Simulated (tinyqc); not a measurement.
Classical Heisenberg spin chain: exact results, Metropolis, heat-bath and over-relaxation steps, and a Monte Carlo run: one step, computed by the program tinyqc. Command: `OMP_NUM_THREADS=1 python tinyqc.py 3130572 3130573 out.jsonl heismc walk`. One thread of a shared host (Intel(R) Xeon(R) Processor @ 2.30GHz), about 0.2 s of CPU time with the checks.

E = -J sum_i s_i . s_(i+1) for unit vectors s_i on an open chain; K = J/(k_B T).

Question. Exact results. Each bond angle is independent, so u = <s_i . s_(i+1)> = coth K - 1/K, <s_i . s_(i+n)> = u^n, correlation length xi = -1/ln|u|, energy per bond -J u, heat capacity per bond c/k_B = 1 - K^2/sinh^2 K, and for the long chain chi = mu^2 (1 + u)/(3 k_B T (1 - u)) per spin.

Inputs (values chosen for the exercise, for a model chain of large moments): coupling J = 11 meV; temperature T = 69.2 K; moment mu = 6.7 mu_B.

Constants: k_B = 8.617333262e-05 eV/K; mu_B = 5.7883818060e-05 eV/T.

Give: K; u; xi; energy per bond; heat capacity; chi over the Curie value; chi.

Answer.

K = 1.845

u = 0.5092

xi = 1.481 sites

energy per bond = -5.601 meV

heat capacity = 0.6422 k_B/bond

chi over the Curie value = 3.075

chi = 0.4466 mu_B/T per spin
